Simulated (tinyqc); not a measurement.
Finite-difference solution of the diffusion equation on a small grid: one step, computed by the program tinyqc. Command: `OMP_NUM_THREADS=1 python tinyqc.py 3020711 3020712 out.jsonl fdiff walk`. One thread of a shared host (Intel(R) Xeon(R) Processor @ 2.30GHz), about 0.01 s of CPU time with the checks.

dC/dt = D d2C/dx2 on nodes x_j = j dx, j = 0..11; the far end is sealed.

Problem. Amplification factors. The mode of M with eigenvalue mu has its amplitude multiplied per step by g = (1 + (1 - theta) r mu)/(1 - theta r mu), with theta = 0 explicit, 1 implicit, 1/2 Crank-Nicolson; the explicit scheme is stable for r up to 2/|mu_min|.

Boundary at x = 0: fixed surface value. Scheme: explicit.

operator M:
```
    0   1   2   3   4   5   6   7
0   0   0   0   0   0   0   0   0
1   1  -2   1   0   0   0   0   0
2   0   1  -2   1   0   0   0   0
3   0   0   1  -2   1   0   0   0
4   0   0   0   1  -2   1   0   0
5   0   0   0   0   1  -2   1   0
6   0   0   0   0   0   1  -2   1
7   0   0   0   0   0   0   1  -2
8   0   0   0   0   0   0   0   1
9   0   0   0   0   0   0   0   0
10  0   0   0   0   0   0   0   0
11  0   0   0   0   0   0   0   0

     8   9  10  11
0    0   0   0   0
1    0   0   0   0
2    0   0   0   0
3    0   0   0   0
4    0   0   0   0
5    0   0   0   0
6    0   0   0   0
7    1   0   0   0
8   -2   1   0   0
9    1  -2   1   0
10   0   1  -2   1
11   0   0   2  -2
```

mesh ratio r = 0.168

Give: eigenvalues mu of M; factors g; largest stable r of the explicit scheme.

Solution.

eigenvalues mu of M: -3.980  -3.819  -3.511  -3.081  -2.563  -2.000  -1.437  -0.919  -0.489  -0.181  -0.020  0.000

factors g: 0.331  0.358  0.410  0.482  0.569  0.664  0.759  0.846  0.918  0.970  0.997  1.000

largest stable r of the explicit scheme = 0.5026

The smallest factor is 0.331: no mode changes sign, and all decay but one with mu = 0 where there is such a mode.
